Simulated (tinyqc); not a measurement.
Worked calculation: inversion-layer mobility, back-scattering and ballistic limit of a field-effect transistor. Computed by tinyqc, a small Python program that keeps every step. Command: `OMP_NUM_THREADS=1 python tinyqc.py 3001296 3001297 out.jsonl mos walk`. One thread of a shared host (Intel(R) Xeon(R) Processor @ 2.30GHz), about 0.01 s of CPU time with the checks. Intermediate numbers are printed to about 5 digits and carried at full precision; extremes and crossings named in words are read from the listed rows.

The charge at the top of the source barrier is fixed by the gate; series resistance and short-channel effects are left out. F_j are Fermi integrals normalised to exp(eta) in the classical limit.

Inputs (values chosen for the exercise, modelled on a strained silicon n-channel):
```
quantity,value,unit
transport mass m,0.18,m_0
valley degeneracy g_v,2,-
weight w of the inversion charge,0.5,-
permittivity eps,11.7,-
"phonon mobility at 1 MV/cm and 300 K, mu_ph",620,cm^2/(V s)
"roughness mobility at 1 MV/cm, mu_sr",2200,cm^2/(V s)
"Coulomb mobility at N_inv = 1e12/cm^2, mu_C",760,cm^2/(V s)
electrical oxide thickness t_inv,1.7,nm
depletion charge N_dep,6.7e+11,1/cm^2
gate overdrive V_G - V_T,0.99,V
drain voltage V_D,0.05,V
channel length L,12,nm
exponent a of the critical length,0.58,-
temperature T,400,K
```

Statistics at the top of the barrier: Fermi-Dirac.

Constants: eps_0 = 8.8541878128e-12 F/m; e = 1.602176634e-19 C; m_0 = 9.1093837015e-31 kg; k_B = 1.380649e-23 J/K; hbar = 1.054571817e-34 J s; k_B = 8.617333262e-05 eV/K.

## Charge and field

N_inv = 3.9 eps_0 (V_G - V_T)/(e t_inv); effective field E_eff = e (N_dep + w N_inv)/(eps eps_0).

inversion density N_inv = 1.2551e+13 1/cm^2

effective field E_eff = 1.0742 MV/cm

## Effective mobility

mu_phonon = mu_ph (E_eff/1 MV/cm)^(-0.3) (T/300 K)^(-1.75); mu_rough = mu_sr (E_eff/1 MV/cm)^(-2); mu_Coulomb = mu_C (N_inv/1e12 cm^-2) (T/300 K); Matthiessen's rule adds 1/mu.

phonon part = 366.79 cm^2/(V s)

roughness part = 1906.5 cm^2/(V s)

Coulomb part = 12719 cm^2/(V s)

effective mobility mu = 300.35 cm^2/(V s)

The phonon part is the lowest and holds 82 % of 1/mu.

## Ballistic limit

F_j(eta) = (1/Gamma(j + 1)) int_0^infinity x^j/(1 + exp(x - eta)) dx, F_0 = ln(1 + exp(eta)). Integrals over x = E/(k_B T) use 160 Gauss-Legendre points in u = sqrt(x) from 0 to sqrt(max(eta, 0) + 32). Ballistic channel: N_2D = g_v m k_B T/(pi hbar^2), U = e V_D/(k_B T); eta_F solves N_inv = (N_2D/2)[F_0(eta_F) + F_0(eta_F - U)]; v_T = sqrt(2 k_B T/(pi m)); I/W = e (N_2D/2) v_T [F_1/2(eta_F) - F_1/2(eta_F - U)]; injection velocity v_T F_1/2(eta_F)/F_0(eta_F).

N_2D = 5.1836e+12 1/cm^2

eta_F = 3.0293

thermal velocity v_T = 1.4643 1e7 cm/s

injection velocity = 2.1618 1e7 cm/s

ballistic current I/W = 1396.9 microampere/micrometre

Degeneracy raises the injection velocity by a factor 1.48.

## Back-scattering

Mean free path lambda = (2 k_B T/e)(mu/v_T) F_0(eta_0)/F_-1/2(eta_0), with eta_0 from N_inv = N_2D F_0(eta_0); critical length l = L (1 + U)^(-a), an empirical rule; back-scattering r = l/(l + lambda). Then eta solves N_inv = (N_2D/2)[(1 + r) F_0(eta) + (1 - r) F_0(eta - U)] and I/W = e (N_2D/2) v_T (1 - r)[F_1/2(eta) - F_1/2(eta - U)]. Ballistic ratio: I over the ballistic current. Apparent mobility 1/(1/mu + 1/mu_B), mu_B = mu L/lambda.

eta_0 = 2.3283

mean free path lambda = 21.418 nm

critical length l = 7.1352 nm

back-scattering coefficient r = 0.24989

current I/W = 999.10 microampere/micrometre

ballistic ratio = 0.71520

apparent low-field mobility = 107.85 cm^2/(V s)

L/lambda = 0.56; at this drain voltage the first 7.14 nm can return carriers, and the ratio is 72 %.

## Channel length

The last column is the long-channel law e N_inv mu V/L with V = V_D - V_D^2/(2 V_ov) below pinch-off and V_ov/2 above, V_ov = V_G - V_T.

Currents (microampere/micrometre):
```
L (nm),r,I/W,ballistic ratio,long-channel law
5,0.12189,1198.9,0.85821,5887.3
10,0.21729,1049.2,0.75105,2943.7
20,0.35701,838.5,0.60022,1471.8
40,0.52617,597.0,0.42739,735.9
80,0.68953,378.1,0.27066,368.0
160,0.81624,217.8,0.15593,184.0
400,0.91739,95.8,0.06859,73.6
1000,0.96523,39.9,0.02857,29.4
```

The current scales as L^-0.96 at the long end and as L^-0.19 at the short end, where it reaches 86 % of the ballistic 1400. The long-channel law passes the ballistic limit between 20.0 and 40.0 nm and has no meaning below. At 1000 nm the model gives 1.36 times the long-channel law; the rule for l is a fit for short devices and fails wherever the model exceeds that law. Raising mu by 10 % at 20 nm raises I by 3.8 %.

## The mobility curve

The formulas are those given above.

Mobilities (cm^2/(V s)):
```
V_G - V_T (V),N_inv (1/cm^2),E_eff (MV/cm),phonon,roughness,Coulomb,total
0.03,3.8034e+11,0.1330,686.37,1.2431e+05,385,246.33
0.06,7.6069e+11,0.1624,646.45,8.3370e+04,771,350.12
0.12,1.5214e+12,0.2213,589.21,4.4935e+04,1542,422.28
0.20,2.5356e+12,0.2997,537.95,2.4493e+04,2569,436.89
0.35,4.4373e+12,0.4468,477.23,1.1022e+04,4496,415.19
0.50,6.3390e+12,0.5938,438.18,6.2390e+03,6424,384.89
0.75,9.5086e+12,0.8389,395.03,3.1260e+03,9635,338.40
1.00,1.2678e+13,1.0840,365.80,1.8722e+03,12847,298.89
1.50,1.9017e+13,1.5742,327.06,8.8776e+02,19271,236.08
```

The lowest part is Coulomb at 0.0300, phonon from 0.0600 to 1.50 V. The total peaks at 437 near E_eff = 0.30 MV/cm: screening lifts it at low density and the field presses it down at high density.

Checks made by the program: long channel and small V_D against the drift formula e N mu V_D/L (relative difference 1e-04).
